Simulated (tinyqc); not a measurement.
Where the wafer is too thin: surface photovoltage measurement of the minority-carrier diffusion length in a wafer. Computed by tinyqc, a small Python program. Command: `OMP_NUM_THREADS=1 python tinyqc.py 3130574 3130575 out.jsonl spv walk`. One thread of a shared host (Intel(R) Xeon(R) Processor @ 2.30GHz), about 0.01 s of CPU time with the checks.

Low injection, steady light, a depletion layer much thinner than 1/alpha and L. The excess density dn is taken at the front edge of the neutral region; light that reaches the back is lost.

Inputs (values chosen for the exercise, modelled on p-type silicon at room temperature): wafer thickness W = 725 micrometre; diffusivity D = 28.8 cm^2/s; front recombination velocity S_f = 6400 cm/s; back recombination velocity S_b = 35000 cm/s; photon flux entering = 9.6e+12 1/(cm^2 s).

Method:
- alpha = (84.732/lambda - 76.417)^2 per cm with lambda in micrometre (an empirical fit for silicon between 0.7 and 1.05 micrometre).
- Thick wafer: dn = Phi L/((S_f + D/L)(L + 1/alpha)). Finite wafer, with s = S_b L/D, w = W/L, a = alpha L: dn = [Phi a/(a^2 - 1)] [a - B - exp(-alpha W)(a - s)/(cosh w + s sinh w)]/(S_f + B D/L), B = (sinh w + s cosh w)/(cosh w + s sinh w).
- Readings y = (Phi/dn) (1 + noise x g) at 780, 830, 880, 920, 950, 975 and 995 nm; a least-squares line y = c (1/alpha + L_app) gives L_app = intercept/slope.
- No noise; L is varied at fixed W, and the last two columns set S_b to 0 and to 1e7 cm/s.

Apparent length (micrometre):
```
L          W/L  given S_b  S_b = 0  S_b = 1e7
36.2    20.028      36.20       36      36.20
72.5    10.000      72.50       73      72.50
145.0    5.000     144.89      145     144.88
218.0    3.326     215.98      220     215.82
362.0    2.003     335.58      390     334.43
580.0    1.250     448.00      746     444.72
942.0    0.770     527.68     1634     522.11
1520.0   0.477     567.90     3724     560.94
2900.0   0.250     588.69    10444     580.94
```

What does the comparison show, and why?

With a fast back surface L_app levels off, at 581 micrometre in the last row; with a passive one it reaches up to 3.60 times L among these rows and is 10400 in the last. All three columns are within 5 % of L down to W/L = 3.3.

Extremes, crossings and ranges named in words are read from the listed rows.
